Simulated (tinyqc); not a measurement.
Worked calculation: concentration-dependent dopant diffusion with charged defects and the built-in field. Computed by tinyqc, a small Python program that keeps every step. Command: `OMP_NUM_THREADS=1 python tinyqc.py 3020991 3020992 out.jsonl extrinsic walk`. One thread of a shared host (Intel(R) Xeon(R) Processor @ 2.30GHz), about 0.1 s of CPU time with the checks. Intermediate numbers are printed to about 5 digits and carried at full precision; extremes and crossings named in words are read from the listed rows.

A constant source C_s feeds a half space. The dopant moves through neutral point defects and through charged ones, whose number grows with the majority carrier density n.

Inputs (values chosen for the exercise, modelled on boron in silicon):
```
quantity,value,unit
neutral prefactor D0x,0.0454,cm^2/s
neutral activation energy E0,3.51,eV
singly charged prefactor D01,0.979,cm^2/s
activation energy E1,3.5,eV
surface concentration C_s,2.1e+20,1/cm^3
junction level C_B,8.8e+16,1/cm^3
temperature T,1100,C
time t,170,s
```

Field enhancement: on.

Constants: k_B = 8.617333262e-05 eV/K.

## Intrinsic density and partial diffusivities

n_i = 3.87e16 T^1.5 exp(-7014/T) per cm^3 (T in kelvin, an empirical form); each D = prefactor x exp(-E/(k_B T)); the intrinsic diffusivity D_i is their sum. Temperatures in kelvin are T(C) + 273.15.

n_i = 1.1910e+19 1/cm^3

partial diffusivities (cm^2/s): Dx 5.9504e-15, D1 1.3963e-13

intrinsic diffusivity D_i = 1.4558e-13 cm^2/s

## Diffusivity at the surface

n = C/2 + sqrt(C^2/4 + n_i^2); D(C) = h [Dx + D1 (n/n_i)], h = 1 + C/sqrt(C^2 + 4 n_i^2).

n/n_i = 17.688

field factor h = 1.9936

surface diffusivity D_s = 4.9356e-12 cm^2/s

enhancement D_s/D_i = 33.904

C_s is 17.6 times n_i: diffusion is extrinsic near the surface. At such a C_s dopants can cluster or exceed their solubility, which the model leaves out.

## Similarity solution

With y = x/sqrt(D_s t), u = C/C_s and q = -(D/D_s) du/dy: du/dy = -q D_s/D, dq/dy = -(y/2) q D_s/D, u(0) = 1. The surface flux q(0) is shot so that u tends to 0 (LSODA, an adaptive multistep solver, relative tolerance 1e-10). Dose Q = 2 q(0) C_s sqrt(D_s t). The junction lies where C = C_B.

surface flux q(0) = 0.44445

dose Q = 5.4072e+15 1/cm^2

junction in units of sqrt(D_s t) = 1.7631

junction depth x_j = 510.71 nm

For a constant D, q(0) = 1/sqrt(pi) = 0.5642; for D proportional to C it tends to 0.444, with the front at y = 1.616. Caution: at such concentrations dopants can cluster or exceed their solubility; the active fraction and the diffusivity then fall below the model.

## Where the concentration falls to given levels

For comparison, erfc profiles with a constant D: x = 2 sqrt(D t) erfc^-1(C/C_s), with D = D_i and D = D_s.

Depth (nm):
```
C/C_s,D/D_s,full,erfc with D_i,erfc with D_s
8.00e-01,0.80049,119.18,17.82,103.8
5.00e-01,0.50125,267.79,47.45,276.3
2.00e-01,0.20274,393.44,90.16,525.0
1.00e-01,0.10609,432.27,115.72,673.8
3.00e-02,0.04765,462.61,152.67,889.0
1.00e-02,0.03492,477.89,181.22,1055.2
1.00e-03,0.03001,502.27,231.50,1348.0
1.00e-04,0.02955,524.23,273.72,1593.8
```

The depth between C/C_s = 0.1 and 1e-4 spans 92.0 nm in the full profile, against 158 nm for D_i and 920 nm for D_s; the ratio of the depths at 1e-4 and at 0.5 is 1.96, against 5.77 for any erfc. The profile is box-like: fast diffusion in the heavily doped part feeds a front that moves slowly where D drops to D_i. Caution: at such a C_s dopants can cluster or exceed their solubility, which the model leaves out.

Checks made by the program: dose from the flux against the area under the profile (relative difference 2e-08).
